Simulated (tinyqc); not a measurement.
Five forms on the same table: equation-of-state fits to an energy-volume table made by a known binding curve. Computed by tinyqc, a small Python program. Command: `OMP_NUM_THREADS=1 python tinyqc.py 3029038 3029039 out.jsonl eosfit walk`. One thread of a shared host (Intel(R) Xeon(R) Processor @ 2.30GHz), about 0.02 s of CPU time with the checks.

With x = (V/V_0)^(1/3), the energy per atom is E = D [m x^-n - n x^-m]/(n - m), so that B0 = D n m/(9 V_0) and B' = (n + m + 6)/3. B' = dB/dP at P = 0.

Inputs (values chosen for the exercise, for a model crystal):

| quantity | value | unit |
|---|---|---|
| cohesive energy D | 4.58 | eV/atom |
| true volume V_0 | 25.8 | angstrom^3/atom |
| repulsive exponent n | 5 | - |
| attractive exponent m | 2 | - |
| half-width of the volume window w | 0.06 | - |
| shift of the window centre s | -0.017 | - |
| points N | 7 | - |
| compression V/V_0 for the pressure test | 0.9 | - |
| noise amplitude | 0.014 | meV |

Binding curve: Mie. Noise: added.

Constants: 1 eV/angstrom^3 = 160.2176634 GPa.

Method:
- B0 and B' from the formulas above; P = -dE/dV at V = c V_0 (c the compression chosen), from the curve itself.
- Table: V_j = V_0 [1 + s + w (2 j/(N - 1) - 1)], j = 0..N-1, rounded to 0.001; E_j from the curve plus the noise amplitude times the listed numbers xi_j (xi_0 first), rounded to 1e-7 eV.
- Murnaghan: E = E0 + (B0 V/B') [(V0/V)^B'/(B' - 1) + 1] - B0 V0/(B' - 1), P = (B0/B') [(V0/V)^B' - 1].
- Birch-Murnaghan: E = E0 + (9 V0 B0/16) [y^3 B' + y^2 (2 - 4 y)], y = (V0/V)^(2/3) - 1; P = (3 B0/2) (x^7 - x^5) [1 + (3/4)(B' - 4)(x^2 - 1)], x = (V0/V)^(1/3).
- Vinet: E = E0 + (9 B0 V0/h^2) {1 + [h (1 - x) - 1] exp(h (1 - x))}, P = 3 B0 (1 - x) x^-2 exp(h (1 - x)), x = (V/V0)^(1/3), h = (3/2)(B' - 1).
- All are least-squares fits to the energies; for polynomials in V, B0 = V E'' and B' = -1 - V E'''/E'' at the minimum.

numbers xi_j, drawn evenly from -1 to 1: 0.9421  -0.4045  0.6534  0.5425  -0.5307  0.1128  -0.7262

exact B0 = 31.6019 GPa

exact B' = 4.33333

exact pressure at c V_0 = 4.18537 GPa

Table:

| V (angstrom^3) | E (eV) |
|---|---|
| 23.813 | -4.5625865 |
| 24.329 | -4.5708251 |
| 24.845 | -4.5762629 |
| 25.361 | -4.5792329 |
| 25.877 | -4.5799849 |
| 26.393 | -4.5787075 |
| 26.909 | -4.5756480 |

Fitted values:

| form | V0 (angstrom^3) | B0 (GPa) | B' | P at c V_0 (GPa) |
|---|---|---|---|---|
| exact | 25.800 | 31.602 | 4.3333 | 4.1854 |
| parabola in V | 25.842 | 34.988 | -1.0000 | - |
| cubic in V | 25.796 | 31.746 | 4.9364 | - |
| Murnaghan | 25.801 | 31.535 | 4.3071 | 4.2064 |
| Birch-Murnaghan | 25.800 | 31.556 | 4.3895 | 4.1934 |
| Vinet | 25.800 | 31.566 | 4.4291 | 4.1870 |

What follows from these numbers?

In B0 the Vinet form comes closest (-0.11 %) and the parabola in V form misses most (+10.72 %). A parabola in V has no third derivative, so its B' is -1 by construction. At c V_0, beyond the window, the pressure errors are Murnaghan +0.5 %, Birch-Murnaghan +0.2 %, Vinet 0.0 %.

Extremes, crossings and ranges named in words are read from the listed rows.
